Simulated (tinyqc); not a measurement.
# Gap voltage and exponent from three temperatures

Problem. At constant current VBE(T) = Vg0 - a T - eta (kB T/q) ln T, where a is a constant. Find Vg0, eta and dVBE/dT at the middle temperature.

Constants: q = 1.602176634e-19 C, kB = 1.380649e-23 J/K. Results are converted to the units shown.

T (K): 233  330  360
VBE at a constant current (V): 0.9069032617  0.7659520006  0.7201532272

Solution. The relation is linear in Vg0, a and eta, so three points give a linear system; the slope is (VBE - Vg0 - eta kB T/q)/T. eta rests on the curvature of VBE(T) alone, so real fits need accuracy of some tens of microvolts or better.

Vg0 = 1.148 V
eta = 4.100
dVBE/dT = -1.511 mV/K

Numbers from tinyqc (`OMP_NUM_THREADS=1 python tinyqc.py 2062064 2062065 out.jsonl`; about 0.02 s on one thread of a shared Intel Xeon 2.30GHz).
